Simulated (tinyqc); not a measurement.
Threshold of a short bulk MOSFET: charge sharing, barrier lowering, narrow width: two steps of the calculation.

n-channel device on a p-type body, depletion approximation, full ionisation. Uniform doping N = Na. Vbi from Boltzmann statistics is rough for the degenerate source. Cox = eps0 eox/tox.

Values chosen for this exercise; band and dielectric values close to those of silicon: temperature T = 350 K; band gap Eg = 1.13 eV; relative permittivity eps_r = 11.7; conduction-band density of states at T Nc = 3.54e19 cm^-3; valence-band density of states at T Nv = 3.36e19 cm^-3; relative permittivity of the gate insulator (close to silicon dioxide) eox = 3.9; insulator thickness tox = 1.7 nm; channel doping Na = 4.4e17 cm^-3; source and drain doping Nsd = 1e20 cm^-3; flat-band voltage for the doping Na Vfb = -0.77 V; junction depth xj = 23 nm; body-source voltage Vbs = -0.5 V; drain-source voltage Vds = 0.5 V; gate width W = 250 nm; shape factor of the fringing depletion at the width edges xw = 0; channel length L = 140 nm.

Constants: q = 1.602176634e-19 C, kB = 1.380649e-23 J/K, Vt = kB T/q, eps0 = 8.8541878128e-14 F/cm where lengths are in cm. Results are converted to the units shown.

Problem 1. Long-channel threshold and scales. ni = sqrt(Nc Nv) exp(-Eg/(2 Vt)), Eg in volts; 2 pB = 2 Vt ln(N/ni); flat band Vfb - Vt ln(N/Na); Wd = sqrt(2 eps0 eps_r (2 pB - Vbs)/(q N)); body term q N Wd/Cox; long-channel VT0 = flat band + 2 pB + body term; Vbi = Vt ln(N Nsd/ni^2); scale length l = sqrt((eps_r/eox) tox Wd).

Give: N; 2 pB; flat band; Wd; body term; VT0; Vbi; l.

Solution 1.

N = 4.4000e17 cm^-3
2 pB = 0.86690 V
flat band = -0.77000 V
Wd = 63.383 nm
body term = 0.21997 V
VT0 = 0.31687 V
Vbi = 1.0306 V
l = 17.979 nm

Problem 2. Short-channel and narrow-width shifts. Charge sharing (trapezoid; it ignores Vds): F = (xj/L)(sqrt(1 + 2 Wd/xj) - 1), lowering = body term times F. Barrier lowering: th = exp(-L/(2 l)) + 2 exp(-L/l), lowering = th [2 (Vbi - 2 pB) + Vds], DIBL = th. Narrow width: rise = body term times xw Wd/W. VT by each model = VT0 - lowering + rise.

2 pB = 0.86690251 V
Wd = 63.382524 nm
body term = 0.21997239 V
VT0 = 0.31687490 V
Vbi = 1.0305588 V
l = 17.979179 nm

Find: F; lowering by charge sharing; th; lowering of the barrier; DIBL; narrow-width rise; VT, charge sharing; VT, barrier lowering.

Solution 2.

F = 0.25493
lowering by charge sharing = 56.078 mV
th = 0.021206
lowering of the barrier = 17.544 mV
DIBL = 21.206 mV/V
narrow-width rise = 0 mV
VT, charge sharing = 0.26080 V
VT, barrier lowering = 0.29933 V

L is 7.79 scale lengths. The charge-sharing lowering is 3.20 times the barrier lowering; the first falls off as 1/L and the second exponentially. Both describe the same loss of gate control, so they are alternatives and are not added.

Computed by the program tinyqc: `OMP_NUM_THREADS=1 python tinyqc.py 2002153 2002154 out.jsonl`, one thread of a shared Intel Xeon 2.30GHz, about 0.01 s for the whole run.
